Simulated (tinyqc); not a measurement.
Wafer bonding and layer transfer: bond energy, gap closing, particles, bonding of dissimilar wafers and hydrogen blisters: one step, computed by the program tinyqc. Command: `OMP_NUM_THREADS=1 python tinyqc.py 3012352 3012353 out.jsonl bond walk`. One thread of a shared host (Intel(R) Xeon(R) Processor @ 2.30GHz), about 0.01 s of CPU time with the checks.

gamma is the energy per area of each of the two surfaces; plates are isotropic.

Problem. Void around a particle. E' = E1/(1 - nu^2), equal wafers assumed. Void radius in the plate regime: R_v = [(2/3) E' t1^3/gamma]^(1/4) h^(1/2). Below h_crit = 5 sqrt(t1 gamma/E') the wafers deform locally and R_v is of the order of h (taken as h).

Inputs (values chosen for the exercise, for model wafers):
```
quantity            value        unit
Young's modulus E1    164         GPa
Poisson ratio nu     0.23           -
thickness t1          300  micrometre
particle radius h   0.073  micrometre
```

bond energy gamma = 0.05154877 J/m^2

Give: critical particle radius; void radius.

Solution.

critical particle radius = 0.04725 micrometre

void radius = 753.4 micrometre

The void is 10000 times the particle.
